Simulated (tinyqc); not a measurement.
Inside a calculation. Method: Luttinger-Kohn k.p, four valence bands. One step of it, computed by the program tinyqc.

Problem. Levels at k. Diagonalise the Hermitian matrix.

H(k) at k (eV):
```
                      3/2                  1/2                 -1/2                 -3/2
3/2              0.043861   0.031219+0.013659i  -0.008633-0.010406i             0.000000
1/2    0.031219-0.013659i             0.071648             0.000000  -0.008633-0.010406i
-1/2  -0.008633+0.010406i             0.000000             0.071648  -0.031219-0.013659i
-3/2             0.000000  -0.008633+0.010406i  -0.031219+0.013659i             0.043861
```

Give: eigenvalues.

Solution.

eigenvalues (eV): 0.0185  0.0185  0.0970  0.0970
